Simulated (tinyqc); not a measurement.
Small-signal admittance of a forward-biased p+-n diode: two steps of the calculation.

Holes injected into a neutral base of width wb with an ohmic contact at its end; low injection, p0 far above the equilibrium density. A small voltage v exp(i w t), w = 2 pi f, modulates the edge density by p0 v/Vt, and the small-signal density obeys Dp d2p/dx2 = (1/tau + i w) p.

Parameters, values chosen for the exercise; permittivity close to that of silicon: temperature T = 275 K; relative permittivity eps_r = 11.7; donor density of the base Nd = 1.8e15 cm^-3; hole diffusion coefficient Dp = 4.8 cm^2/s; hole lifetime tau = 7e-7 s; width of the neutral base wb = 18 um; excess hole density at the junction edge p0 = 2.2e12 cm^-3; acceptor density of the p+ side Na = 5e19 cm^-3; signal frequency f = 94000 Hz.

Constants: q = 1.602176634e-19 C, kB = 1.380649e-23 J/K, Vt = kB T/q, eps0 = 8.8541878128e-14 F/cm where lengths are in cm. Results are converted to the units shown.

Task 1. Closed-form admittance. L = sqrt(Dp tau); direct current J = (q Dp p0/L) coth(wb/L); k = sqrt(1 + i w tau)/L; diffusion admittance Y = (q Dp p0/Vt) k coth(k wb) = G + i w C_diff; junction capacitance C_j = sqrt(q eps0 eps_r Nd/(2 Vr)) in the depletion approximation, with the remaining barrier Vr = Vt ln(Na/p0), a rough value under forward bias; base-width modulation is left out.

Wanted: L; J; k wb; Y; C_diff; C_j.

Result 1.

L = 18.33 um
J = 0.001224 A/cm^2
k wb = 1.002+0.199i
Y = 0.05177+0.00467i S/cm^2
C_diff = 0.007911 uF/cm^2
C_j = 0.01929 uF/cm^2

G is 1.00 times its low-frequency value J/Vt, and C_diff is 0.410 times C_j.

Task 2. The same by finite differences. 9 equal intervals, h = wb/9; u = small-signal density over its edge value, u_0 = 1, u_9 = 0; u_(i-1) + b u_i + u_(i+1) = 0 with b = -2 - h^2 (1/tau + i w)/Dp; Y = (q Dp p0/(Vt h)) (-b/2 - u_1), which includes the half box at the edge.

Find: b; u; Y on the mesh.

Result 2.

b = -2.012-0.005i
u, node 1 to 8: 0.8607-0.0107i  0.7317-0.0174i  0.6114-0.0206i  0.4986-0.0211i  0.3918-0.0194i  0.2897-0.0160i  0.1912-0.0113i  0.0950-0.0059i
Y on the mesh = 0.05186+0.00472i S/cm^2

Numbers from tinyqc (`OMP_NUM_THREADS=1 python tinyqc.py 2890110 2890111 out.jsonl`; about 0.01 s on one thread of a shared Intel Xeon 2.30GHz).
